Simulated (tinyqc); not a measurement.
Worked calculation: sp3s* tight binding. Values are carried at full precision from step to step, so a last printed digit may differ when a step is redone from the rounded ones.

sp3s* tight binding, nearest neighbours only: anion (a) at 0, cation (c) at a/4 (1,1,1), orbitals s, px, py, pz, s* on each; k in units of 2 pi/a. With phases e_j = exp(i (pi/2) k.n_j) for n = (1,1,1), (1,-1,-1), (-1,1,-1), (-1,-1,1): g0 = (e1+e2+e3+e4)/4, g1 = (e1+e2-e3-e4)/4, g2 = (e1-e2+e3-e4)/4, g3 = (e1-e2-e3+e4)/4. The diagonal holds the levels Esa, Epa, Exa (s*) and Esc, Epc, Exc. Anion-cation block: <sa|sc> = Vss g0; <sa|xc> = Vsapc g1; <xa|sc> = -Vscpa g1; <xa|xc> = Vxx g0; <xa|yc> = <ya|xc> = Vxy g3, <xa|zc> = <za|xc> = Vxy g2, <ya|zc> = <za|yc> = Vxy g1; <s*a|xc> = Vxapc g1; <xa|s*c> = -Vpaxc g1; y and z take g2 and g3 in place of g1; s-s* and s*-s* vanish.

Constants: hbar^2/2m0 = 3.80998211 eV angstrom^2.

Parameters, chosen for this exercise (near a published set for GaP, fitted to gaps, whose masses and valley positions are rough; shifted at random, so the results belong to these values and not to a real crystal):
```
symbol  value               unit      meaning
k       (0.06, 0.23, 0.19)  2 pi/a    wave vector
Esa     -8.113              eV        s level of the anion
Epa     1.125               eV        p level of the anion
Esc     -2.192              eV        s level of the cation
Epc     4.119               eV        p level of the cation
Exa     8.49                eV        s* level of the anion
Exc     7.166               eV        s* level of the cation
Vss     -7.467              eV        s-s
Vxx     2.154               eV        px-px
Vxy     5.149               eV        px-py
Vsapc   4.282               eV        s anion, p cation
Vscpa   6.329               eV        s cation, p anion
Vxapc   4.649               eV        s* anion, p cation
Vpaxc   5.095               eV        p anion, s* cation
a       5.453               angstrom  lattice constant
```

## Phase sums

Form g0 to g3 at this k.

g0, g1, g2, g3: 0.89012-0.00978i  -0.10347+0.08414i  -0.02589+0.33635i  -0.03179+0.27384i

## The Hamiltonian without spin-orbit coupling

Fill in the 10 x 10 matrix.

H(k) (eV), lower triangle (Hermitian):
```
                  sa               xa               ya               za              s*a       sc
sa           -8.1130
xa                 0           1.1250
ya                 0                0           1.1250
za                 0                0                0           1.1250
s*a                0                0                0                0           8.4900
sc   -6.6465-0.0730i   0.6549+0.5325i   0.1638+2.1288i   0.2012+1.7331i                0  -2.1920
xc   -0.4431-0.3603i   1.9173+0.0211i  -0.1637-1.4100i  -0.1333-1.7319i  -0.4811-0.3912i        0
yc   -0.1108-1.4402i  -0.1637-1.4100i   1.9173+0.0211i  -0.5328-0.4332i  -0.1203-1.5637i        0
zc   -0.1361-1.1726i  -0.1333-1.7319i  -0.5328-0.4332i   1.9173+0.0211i  -0.1478-1.2731i        0
s*c                0   0.5272+0.4287i   0.1319+1.7137i   0.1620+1.3952i                0        0

         xc      yc      zc     s*c
xc   4.1190
yc        0  4.1190
zc        0       0  4.1190
s*c       0       0       0  7.1660
```

## Levels at this k

Diagonalise H, which belongs to k = (0.06, 0.23, 0.19) (2 pi/a). Four bands are filled (two electrons each); give the make-up of band 5, the lowest empty one.

levels (eV): -12.7309  -2.3468  -0.7302  -0.3087  3.3660  4.5873  5.5601  5.9469  8.1717  9.5677

weights of band 5: s 0.706, p 0.237, s* 0.056

weight of band 5 on atom a = 0.337

The vertical gap at this k is 3.6747 eV; band 5 is mostly s-like.

## Levels at Gamma

At k = 0 only g0 = 1 is left and H falls into 2 x 2 blocks [[E_a, V], [V, E_c]] with roots (E_a + E_c)/2 -/+ sqrt(((E_a - E_c)/2)^2 + V^2); the s* levels stay uncoupled. The direct gap runs from the highest lower root of the p blocks to the lowest upper root.

Blocks at Gamma (eV):
```
block            E_a      E_c        V  lower root  upper root
s (Gamma1)   -8.1130  -2.1920  -7.4670    -13.1850      2.8800
p (Gamma15)   1.1250   4.1190   2.1540     -0.0011      5.2451
```

direct gap at Gamma = 2.8811 eV

The lowest empty level at Gamma is s-like.

## Bands near the gap

Diagonalise at L = (1/2,1/2,1/2), X = (1,0,0), W = (1,1/2,0), K = (3/4,3/4,0) and at the fractions named between them; energies from the top of the valence band at Gamma; 4 bands are filled.

Levels (eV):
```
k        level 2  level 3  level 4  level 5  level 6
L         -6.882   -1.323   -1.323    2.399    4.113
L-G 0.5   -3.901   -0.728   -0.728    3.011    4.591
G          0.000    0.000    0.000    2.881    5.246
G-X 0.2   -1.062   -0.372   -0.372    3.363    4.658
G-X 0.4   -2.994   -1.177   -1.177    3.644    3.696
G-X 0.6   -4.978   -1.981   -1.981    2.903    3.446
G-X 0.7   -5.906   -2.301   -2.301    2.640    3.262
G-X 0.8   -6.754   -2.541   -2.541    2.469    3.084
G-X 0.9   -7.455   -2.689   -2.689    2.379    2.952
X         -7.779   -2.739   -2.739    2.352    2.903
W         -7.779   -2.739   -2.739    2.352    2.903
K         -7.614   -2.957   -2.319    2.369    2.987
K-G 0.5   -4.605   -1.832   -0.800    3.194    3.874
```

On these points the lowest empty level is lowest at X and W, 2.352 eV above the top. The band is nearly flat from X to W in this model, an artefact of nearest-neighbour coupling.

## Valleys and masses

The lowest conduction level at Gamma, at its minimum on (x,0,0) for x from 0.5 to 1, and at the point L (L, and X where the search ends there, need not be minima in this model; a zero or negative inverse mass shows it). Inverse masses m0/m = (E(+h) + E(-h) - 2 E)/(2 c q^2) with c = hbar^2/2m0, q = h 2 pi/a, h = 0.002; longitudinal along the valley axis ([100] at Gamma and Delta, [111] at L), transverse along [010] or [1-10]. A dash: the next level lies within 0.15 eV, so a single mass has no use there.

Valleys:
```
valley  x (2 pi/a)  E - Ev (eV)  m0/m_l  m0/m_t
Gamma       0.0000       2.8811    3.90    3.90
Delta       1.0000       2.3519    0.51    0.00
L           0.5000       2.3994    0.74    0.76
```

Of these three the lowest is the Delta line, which makes the gap indirect, 2.3519 eV. At Delta m0/m_t is 0.00. This nearest-neighbour model is fitted to gaps: it places the Delta minimum and the masses at Delta and L only roughly (transverse masses can be several times too heavy), and since its bands are flat from X to W the transverse mass grows too heavy towards X; d orbitals or second neighbours cure this.

## Checks

- Direct gap at Gamma from the blocks against the full matrix: both 2.88109.

Program tinyqc; command `OMP_NUM_THREADS=1 python tinyqc.py 1482614 1482615 out.jsonl`; about 0.06 s on one thread of a shared Intel(R) Xeon(R) Processor @ 2.30GHz.
